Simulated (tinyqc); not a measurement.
# Inductance and parasitic capacitance from two readings

Problem. A loss-free coil L in parallel with C shows the apparent inductance L/(1 - w^2 L C), w = 2 pi f. Find L, C and the self-resonance 1/(2 pi sqrt(L C)).

apparent inductance at 7.4 and 12 GHz (nH): 3.3299623  6.1385624

Answer. The inverse of the reading is 1/L - w^2 C, a straight line in w^2.

L = 2.60 nH
C = 39.0 fF
self-resonance = 15.8 GHz

tinyqc, about 0.01 s, one thread, Intel Xeon 2.30GHz (shared host): `OMP_NUM_THREADS=1 python tinyqc.py 2302051 2302052 out.jsonl`
